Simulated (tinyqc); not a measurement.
# Worked calculation: reverse leakage of an n+-p junction: diffusion, generation, trap-assisted and band-to-band tunnelling

Computed by the program tinyqc: `OMP_NUM_THREADS=1 python tinyqc.py 2290009 2290010 out.jsonl`, one thread of a shared Intel Xeon 2.30GHz, about 0.01 s for the whole run. Printed values are rounded; ~0 in a residual or rate marks an entry under 1e-11 of the largest of its column.

One-sided abrupt junction in the depletion approximation, x from the junction (0) to W on the p side, field F = F0 (1 - x/W). Flat quasi-Fermi levels, long p side. Traps generate through SRH with both lifetimes shortened by 1 + Gamma (Hurkx enhancement, form for moderate fields); band-to-band generation is local and needs a total bending above Eg.

Inputs (values chosen for the exercise); band and dielectric values close to those of silicon: temperature T = 400 K; band gap Eg = 1.1 eV; relative permittivity eps_r = 11.7; conduction-band density of states at T Nc = 4.36e19 cm^-3; valence-band density of states at T Nv = 4.05e19 cm^-3; acceptor density of the lighter side Na = 1.4e17 cm^-3; donor density of the heavier side Nd = 5e19 cm^-3; SRH lifetime of both carriers at zero field tau = 3e-6 s; trap level above the intrinsic level Et = 0.1 eV; tunnelling mass mt = 0.23 m0; electron diffusion coefficient on the lighter side Dn = 6.8 cm^2/s; band-to-band prefactor Ab = 7.4e14 cm^-0.5 V^-2.5 s^-1; band-to-band field constant Bb = 1.8e7 V/cm; reverse bias VR = 1.5 V.

Constants: q = 1.602176634e-19 C, kB = 1.380649e-23 J/K, hbar = 1.054571817e-34 J s, m0 = 9.1093837015e-31 kg, Vt = kB T/q, eps0 = 8.8541878128e-14 F/cm where lengths are in cm. Results are converted to the units shown.

Range of the model: The n+ side is degenerate, so Vbi from Boltzmann statistics is only a guide.

## Field, scales and diffusion current

ni = sqrt(Nc Nv) exp(-Eg/(2 Vt)), Eg in volts; Vbi = Vt ln(Na Nd/ni^2); W = sqrt(2 eps0 eps_r (Vbi + VR)/(q Na)); F0 = 2 (Vbi + VR)/W; FG = sqrt(24 mt m0 (kB T)^3)/(q hbar); J_diff = q ni^2 sqrt(Dn/tau)(1 - exp(-VR/Vt))/Na.

ni = 4.94056e12 cm^-3
Vbi = 0.909369 V
W = 149.181 nm
F0 = 323.012 kV/cm
FG = 544.681 kV/cm
J_diff = 4.20560e-8 A/cm^2

## Generation rates across the layer

u = (Vbi + VR)(1 - x/W)^2, p = Na exp(-u/Vt), n = Nd exp((u - Vbi - VR)/Vt); G0 = ni^2 (1 - exp(-VR/Vt))/(tau (n + p + 2 ni cosh(Et/Vt))); Gamma = 2 sqrt(3 pi)(F/FG) exp((F/FG)^2); trap-assisted part G0 Gamma; G_bb = Ab F^2.5 exp(-Bb/F) with F in V/cm, zero unless Vbi + VR > Eg. 13 equal steps.

```
point   x (nm)  F (kV/cm)     Gamma  G0 (cm^-3 s^-1)  G0 Gamma (cm^-3 s^-1)  G_bb (cm^-3 s^-1)
0        0.000    323.012   5.17578       1.62727e11             8.42239e11            27606.0
1       11.475    298.165   4.53545       4.76995e15             2.16338e16            217.433
2       22.951    273.318   3.96319       9.01209e16             3.57166e17           0.723429
3       34.426    248.471   3.44885       9.02402e16             3.11224e17         7.86617e-4
4       45.902    223.624   2.98363       9.02402e16             2.69243e17                 ~0
5       57.377    198.777   2.55993       9.02402e16             2.31009e17                 ~0
6       68.853    173.930   2.17110       9.02400e16             1.95920e17                 ~0
7       80.328    149.082   1.81128       9.01924e16             1.63363e17                 ~0
8       91.804    124.235   1.47524       8.59290e16             1.26766e17                 ~0
9      103.279     99.388   1.15829       2.93432e16             3.39880e16                 ~0
10     114.755     74.541  0.856157       2.34161e15             2.00478e15                 ~0
11     126.230     49.694  0.564863       3.02931e14             1.71115e14                 ~0
12     137.706     24.847  0.280674       8.78021e13             2.46438e13                 ~0
13     149.181      0.000         0       5.80795e13                      0                  0
```

## Current components

Each current is q times the trapezoid sum of its rate; J adds J_diff; J_bb under 1e-8 of the sum is given as 0.

J_SRH = 1.22096e-7 A/cm^2
J_TAT = 3.14859e-7 A/cm^2
J_bb = 0 A/cm^2
J = 4.79011e-7 A/cm^2

A fine grid gives J = 4.933e-7 A/cm^2; the coarse sum is 2.9 % below it. On the fine grid the largest part is trap-assisted tunnelling (66.2 %). The simple estimate q ni W/(2 tau cosh(Et/Vt)) is 73 % above the fine-grid J_SRH of 1.248e-7 A/cm^2, since near both edges n or p is large enough to quench generation.
